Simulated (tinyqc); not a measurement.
Changing the length L: thermal, flicker and telegraph noise of a field-effect transistor. Computed by tinyqc, a small Python program. Command: `OMP_NUM_THREADS=1 python tinyqc.py 3001331 3001332 out.jsonl noise sweep`. One thread of a shared host (Intel(R) Xeon(R) Processor @ 2.30GHz), about 0.01 s of CPU time with the checks.

Strong inversion, threshold roll-off and channel-length modulation left out; noise sources are uncorrelated and are given as one-sided spectral densities.

Inputs (values chosen for the exercise, modelled on a silicon n-channel): width W = 6.2 micrometre; electrical oxide thickness t = 1.9 nm; mobility mu = 420 cm^2/(V s); saturation velocity v_s = 1 1e7 cm/s; overdrive V_ov = 0.42 V; thermal noise factor gamma = 0.667; oxide trap density N_t = 8.8e+17 1/(eV cm^3); oxide barrier phi = 2.3 eV; oxide mass m_ox = 0.45 m_0; frequency f = 40 Hz; temperature T = 400 K.

Operating region: saturation. Flicker model: number fluctuation.

Constants: eps_0 = 8.8541878128e-12 F/m; hbar = 1.054571817e-34 J s; m_0 = 9.1093837015e-31 kg; e = 1.602176634e-19 C; k_B = 8.617333262e-05 eV/K; k_B = 1.380649e-23 J/K.

Method:
- C_ox = 3.9 eps_0/t; V_c = 2 v_s L/mu; I = W C_ox v_s V_ov^2/(V_ov + V_c); g_m = W C_ox v_s V_ov (V_ov + 2 V_c)/(V_ov + V_c)^2; g_d0 = mu C_ox (W/L) V_ov.
- Tunnelling length lambda = hbar/(2 sqrt(2 m_ox phi)); flat-band noise S_Vfb = e^2 k_B T lambda N_t/(W L C_ox^2 f). S_I = g_m^2 S_Vfb.
- Thermal: S_I = 4 k_B T gamma g_d0; input-referred S_V = S_I/g_m^2; corner f_c where flicker equals thermal.
- Total input noise from 1 Hz to f_c: sqrt(S_V,thermal [f_c ln(f_c/1 Hz) + f_c - 1 Hz]).
- Active traps per decade of time constant: N_dec = N_t k_B T W L lambda ln(10); a single trap at the interface shifts the threshold by e/(W L C_ox) and the current by g_m times that; tunnelling depth for frequency f, z = lambda ln(1/(2 pi f tau_0)), tau_0 = 1e-10 s.

One run for each value; columns: (1) length L (nm); (2) corner frequency f_c (Hz); (3) input-referred thermal noise (nV/sqrt(Hz)); (4) g_m (microsiemens); (5) traps per decade; (6) threshold step of one trap (mV):
```
(1)          (2)     (3)    (4)         (5)         (6)
15    1.5152e+08  4.0060  11030  6.2313e-01  9.4791e-02
31    1.3746e+08  2.9256  10506  1.2878e+00  4.5867e-02
64    1.0715e+08  2.3062   9276  2.6587e+00  2.2217e-02
130   6.5794e+07  2.0650   7268  5.4004e+00  1.0937e-02
270   2.9488e+07  2.1404   4866  1.1216e+01  5.2662e-03
570   9.8868e+06  2.5441   2818  2.3679e+01  2.4945e-03
1200  2.7656e+06  3.3152   1490  4.9850e+01  1.1849e-03
5000  1.8677e+05  6.2496    387  2.0771e+02  2.8437e-04
```

Give the missing row, length L (nm) = 2400.

Computed row; columns: (1) length L (nm); (2) corner frequency f_c (Hz); (3) input-referred thermal noise (nV/sqrt(Hz)); (4) g_m (microsiemens); (5) traps per decade; (6) threshold step of one trap (mV):
```
(1)          (2)     (3)  (4)         (5)         (6)
2400  7.6684e+05  4.4518  785  9.9700e+01  5.9244e-04
```

Interpolating between the two neighbouring rows (the first column on a logarithmic scale, the others too where they are positive) misses most in corner frequency f_c (Hz), by 2.6 %. Over the rows, corner frequency f_c (Hz) falls from 1.52e8 to 187000 (exponent d ln y / d ln x -0.13 between the first rows and -1.9 between the last); input-referred thermal noise (nV/sqrt(Hz)) goes from 4.01 through a minimum among these rows, 2.07 at 130, to 6.25; g_m (microsiemens) falls from 11000 to 387 (exponent d ln y / d ln x -0.067 between the first rows and -0.96 between the last). At the high end the exponent of corner frequency f_c is -1.92, close to -2: without velocity saturation the corner scales with L like f_T.

Caution (rows 15.0): fewer than one trap per decade of time constant is active, so one device shows telegraph steps and the 1/f law is only a mean over many devices.

Extremes, crossings and ranges named in words are read from the listed rows.
